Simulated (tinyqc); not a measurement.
MOSFET in saturation, small-signal circuit and noise: effect of the inversion coefficient on speed and noise.

Bias by the inversion coefficient IC = I/Ispec (charge-based model with velocity saturation; weak inversion below 0.1, strong above 10). Common-source circuit: gm, gds, Cgs, Cgd and Cj at the inner nodes, Rg in series with the gate; quasi-static, no source or drain resistance, no gate-body capacitance, no substrate network, no induced gate noise, so fmax is an upper estimate.

Ispec = 2 n mu Cox (W/L) Vt^2, lc = Ls/L, gms = [sqrt((lc IC + 1)^2 + 4 IC) - 1]/[2 + lc (lc IC + 1)], gm = gms Ispec/(n Vt), gds = sg gm. qs = [sqrt(1 + 4 IC) - 1]/2, Cgs = Cox W L qs (2 qs + 3)/(3 (qs + 1)^2) + Cov W, Cgd = Cov W, Cd = Cj W, Rg = Rsh (Wf/L)/(12 Nf) + Rc/W with Nf = W/Wf fingers (not rounded) contacted at both ends. fT = gm/(2 pi (Cgs + Cgd)), fmax = fT/(2 sqrt(Rg (gds + 2 pi fT Cgd))). Channel noise Sid = 4 kB T gam n gm with gam = (1/2 + (2/3) qs)/(1 + qs) + gw lc IC, qs = [sqrt(1 + 4 IC) - 1]/2, lc = Ls/L (the last term an empirical rise with velocity saturation); at the gate, white noise Sw = Sid/gm^2 + 4 kB T Rg. Number fluctuation with correlated mobility: S(f) = K/f, K = q^2 Vt lt Nt/(W L Cox^2) (1 + ac mu Cox I/gm)^2, Vt in eV with Nt per eV. Corner fc = K/Sw. IC is held fixed.

Inputs (values chosen for the exercise): temperature T = 300 K; gate length L = 65 nm; total gate width W = 5 um; gate capacitance Cox = 1.19 uF/cm^2; mobility mu = 140 cm^2/(V s); slope factor n = 1.24; velocity-saturation length Ls = 10 nm; ratio gds/gm sg = 0.057; overlap and fringe capacitance per side Cov = 0.43 fF/um; drain junction capacitance Cj = 0.89 fF/um; sheet resistance of the gate Rsh = 8 ohm; finger width Wf = 0.5 um; gate contact and vertical resistance Rc = 50 ohm um; short-channel excess of the noise factor gw = 0.13; oxide trap density Nt = 8.7e16 cm^-3 eV^-1; tunnelling length into the oxide lt = 0.1 nm; Coulomb scattering coefficient ac = 0 V s/C.

Constants: q = 1.602176634e-19 C, kB = 1.380649e-23 J/K, Vt = kB T/q. Results are converted to the units shown.

The same in every row: Rg (ohm) = 10.513.

Result of one run:

| I (uA) | fT (GHz) | fmax (GHz) | sqrt(Sw) (nV/Hz^0.5) | fc (MHz) |
|---|---|---|---|---|
| 6.3723 | 5.0202 | 88.331 | 8.3820 | 1.7855 |

Which inversion coefficient IC gave this result: 0.03, 0.1, 0.3, 3 or 30?

IC = 0.3.

The whole series:

| IC | I (uA) | fT (GHz) | fmax (GHz) | sqrt(Sw) (nV/Hz^0.5) | fc (MHz) |
|---|---|---|---|---|---|
| 0.03 | 0.63723 | 0.69572 | 33.114 | 23.214 | 0.23279 |
| 0.1 | 2.1241 | 2.0795 | 57.111 | 13.265 | 0.71297 |
| 0.3 | 6.3723 | 5.0202 | 88.331 | 8.3820 | 1.7855 |
| 1 | 21.241 | 11.342 | 131.87 | 5.5025 | 4.1431 |
| 3 | 63.723 | 21.532 | 180.68 | 4.0655 | 7.5898 |
| 10 | 212.41 | 39.858 | 244.82 | 3.2630 | 11.782 |
| 30 | 637.23 | 62.837 | 306.73 | 3.1466 | 12.670 |

As IC goes from 0.03 to 30, fT rises from 0.696 to 62.8 GHz, fmax rises from 33.1 to 307 GHz, the white noise falls from 23.2 to 3.15 nV/Hz^0.5 and the corner rises from 0.233 to 12.7 MHz. In every row fmax exceeds 4 fT, where channel resistance and substrate losses, left out here, would cap it.

tinyqc, about 0.01 s, one thread, Intel Xeon 2.30GHz (shared host): `OMP_NUM_THREADS=1 python tinyqc.py 2150114 2150115 out.jsonl`
